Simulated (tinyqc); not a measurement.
Heisenberg spin cluster by exact diagonalisation: multiplets, susceptibility, level crossings: one step, computed by the program tinyqc.

H = J1 sum S_i.S_j over the bonds 1-2, 2-3, 3-4, 4-5, 5-6, 6-1 + J2 sum over 1-3, 2-4, 3-5, 4-6, 5-1, 6-2 - g mu_B B S_z; J > 0 is antiferromagnetic.

Problem. Thermal averages at zero field. Z = sum k (2S + 1) exp(-E/(k_B T)) over the table, k the number of multiplets; <S^2> likewise with the factor S (S + 1); chi T = N_A g^2 mu_B^2 <S^2>/(3 k_B) = 0.125049 g^2 <S^2> cm^3 K/mol (cgs, per mole of clusters); C = (<E^2> - <E>^2)/(k_B T)^2; entropy = ln Z + <E>/(k_B T).

Inputs (values chosen for the exercise, for a model cluster): g factor = 2.06; temperature T = 100 K.

Cluster: ring of six with second neighbours J2. Spin s of each site: 0.5.

Levels at B = 0:
```
E (meV)   total S  number of multiplets
-5.96700        0                     1
-5.51406        1                     2
-5.37500        1                     1
-3.64769        1                     1
-3.25000        2                     2
-2.12500        0                     2
-1.12500        3                     1
0.00000         2                     2
1.12500         0                     1
3.25000         1                     2
3.38906         1                     2
5.37500         2                     1
10.14769        1                     1
12.46700        0                     1
```

Constants: k_B = 8.617333262e-05 eV/K.

Give: <S^2>; chi T; heat capacity; entropy.

Solution.

<S^2> = 4.4802

chi T = 2.3775 cm^3 K/mol

heat capacity = 0.16657 k_B

entropy = 4.0621 k_B

Free spins would give <S^2> = 4.5 and the entropy 4.159 k_B; chi T is 100 % of the free value.
